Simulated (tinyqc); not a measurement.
Type-II superlattice in the two-band Kane model, step by step. Values are carried at full precision from step to step, so a last printed digit may differ when a step is redone from the rounded ones.

Motion along the axis, period d = a + b, c = hbar^2/2m0. Conduction and light-hole bands couple: (E - Ec)(E - Ev) = Ep c k^2 in each layer, with mass m(E) = (E - Ev)/Ep, which may be negative. The conduction envelope psi and psi'/m(E) are continuous; a layer carries them by [[cos kt, (m/k) sin kt], [-(k/m) sin kt, cos kt]] (cosh and sinh for k^2 < 0), and cos(q d) = tr(M_B M_A)/2. C1 is the first miniband above EvB, with its bottom at tr/2 = +1 and its top at -1; the gap is the bottom of C1 less the top heavy-hole level HH1.

Constants: hbar^2/2m0 = 3.80998211 eV angstrom^2; hc = 1239.841984 eV nm.

Values chosen for the exercise (near those of an InAs/GaSb superlattice; not measured data):
```
symbol  value   unit      meaning
a       42      angstrom  layer A
b       43      angstrom  layer B
EcA     0       eV        conduction edge of A
EvA     -0.414  eV        valence edge of A
EcB     0.971   eV        conduction edge of B
EvB     0.159   eV        valence edge of B
EpA     14.1    eV        coupling energy in A
EpB     18.3    eV        coupling energy in B
E       0.196   eV        trial energy
mhA     0.33    m0        heavy hole in A
mhB     0.27    m0        heavy hole in B
```

## Wave numbers and masses at one energy

Give k^2 and m(E) in both layers.

Layers:
```
layer  k^2 (1/angstrom^2)  m(E) (m0)
A               0.0022256    0.04326
B             -0.00041127    0.00202
```

In B the decay constant is 0.0203 1/angstrom; across the gap of B it peaks at mid-gap, at 0.0486, and vanishes at both edges.

## Transfer matrices

Form M_A, M_B and half the trace of their product.

M_A (angstrom units):
```
          1         2
1  -0.39916   0.84082
2  -0.99983  -0.39916
```

M_B (angstrom units):
```
        1         2
1  1.4049  0.098385
2  9.8982    1.4049
```

tr/2 = 3.5513

E lies in a gap of the coupled bands.

## Edges and effective gap

Heavy holes are uncoupled: with e = EvB - E, p = sqrt(mhB e/c), w = sqrt(mhA (EvB - EvA - e)/c), the top level HH1 at q = 0 solves (p/mhB) tan(p b/2) = (w/mhA) tanh(w a/2).

C1 is the first miniband above EvB: bottom at tr/2 = +1, top at -1. The gap is its bottom less HH1; cut-off wavelength hc/gap.

bottom of C1 = 0.2693 eV
top of C1 = 0.3172 eV
HH1 = 0.1114 eV
gap = 0.1580 eV
cut-off = 7.85 micrometre

The bulk edges overlap by 159 meV; confinement lifts the electrons by 269 meV and lowers the holes by 48 meV, which opens the gap. It is 0.38 of the smaller bulk gap.

## Electron mass along the axis

m_z = -2 c f'/d^2 with f = tr/2 differentiated at the bottom of C1 (central difference of 1e-6 eV); compare the bulk edge mass (EcA - EvA)/EpA.

f' = -40.90 1/eV
m_z = 0.0431 m0
bulk edge mass of A = 0.0294 m0

## Checks

- Bottom of C1 from the two-band matrix on a staggered grid of 0.5 angstrom against the transfer matrix, eV: both 0.269.

(tinyqc, `OMP_NUM_THREADS=1 python tinyqc.py 1251769 1251770 out.jsonl`, Intel(R) Xeon(R) Processor @ 2.30GHz, 1 thread, shared host, about 0.4 s.)
